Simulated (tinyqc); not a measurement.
Across the tunnelling window: band-to-band tunnelling across a p-n junction in a two-band chain.

Sites alternate A at -Eg/2 and C at +Eg/2 with hopping -t; near the edges, with k counted from the zone boundary pi/a, E^2 = (Eg/2)^2 + (t a k)^2, so t = sqrt(c Eg/m)/a gives the mass m, c = hbar^2/2m0. In the gap cosh(q a) = 1 + (Eg^2/4 - e^2)/(2 t^2), e the energy from the local mid-gap. The potential is V0 = Eg + ov on the p side (left), 0 on the n side, and falls linearly over the 2N sites of the junction, V_j = V0 (1 - j/(2N + 1)), j = 1 to 2N, site 1 being A. E = Eg/2 + x ov. A half chain that ends on a site of level e1 with neighbour e2 has g = (1 + z)/(E - e1), z = exp(-/+ i k a) the root with Im g < 0, cos(k a) = (E - e1)(E - e2)/(2 t^2) - 1. S_L = t^2 g (ending on C, shifted by V0), S_R = t^2 g (starting on A). T = 4 Im(S_L) Im(S_R) |G_(1,2N)|^2.

Constants: hbar^2/2m0 = 3.80998211 eV angstrom^2; e^2/h = 3.874045865e-05 S.

Values chosen for the exercise (gap and mass near those of GaAs; not measured data): Eg = 1.475 eV (gap); m = 0.0753 m0 (mass of electron and light hole); a = 6 angstrom (period (two sites)); ov = 0.4 eV (overlap: top of the valence band on the p side above the conduction edge on the n side); Nw = 20 (periods in the junction).

N = Nw. The mean of T over the window uses 12 Gauss-Legendre points in x; the current of one channel with both spins, all states in the window full on the p side and empty on the n side, is (2e^2/h) <T> ov. WKB: exp(-2 I/F), I = pi Eg^2/(8 t a), F = V0/((2N + 1) a/2).

Against energy:
```
x     E (eV)         T  T over WKB
0.02  0.7455  1.78e-06       0.766
0.10  0.7775  3.16e-06       1.364
0.20  0.8175  3.49e-06       1.506
0.35  0.8775  3.45e-06       1.491
0.50  0.9375  3.40e-06       1.468
0.65  0.9975  3.45e-06       1.491
0.80  1.0575  3.49e-06       1.506
0.98  1.1295  1.78e-06       0.766
```

Give the missing row, x = 0.90, E (eV) = 1.0975.

Computed row:
```
x     E (eV)         T  T over WKB
0.90  1.0975  3.16e-06       1.364
```

mean T = 3.22e-06
current = 9.99e-05 microampere

WKB gives one value for the whole window, since the path through the gap is the same. The chain is symmetric about x = 0.5, where it gives 1.47 times WKB; among these rows it is largest at x = 0.2 and 0.8 (1.51), and it has 0.77 at x = 0.02 on its way to zero at the ends, where the velocity in one lead vanishes. The variation comes from the reflections where the field begins and ends, whose distance from the turning points changes with x.

Computed by tinyqc, a small Python program: `OMP_NUM_THREADS=1 python tinyqc.py 1482121 1482122 out.jsonl` (the numbers bound the seed that draws the inputs); one thread of a shared host (Intel(R) Xeon(R) Processor @ 2.30GHz), about 0.01 s for the whole set of steps.
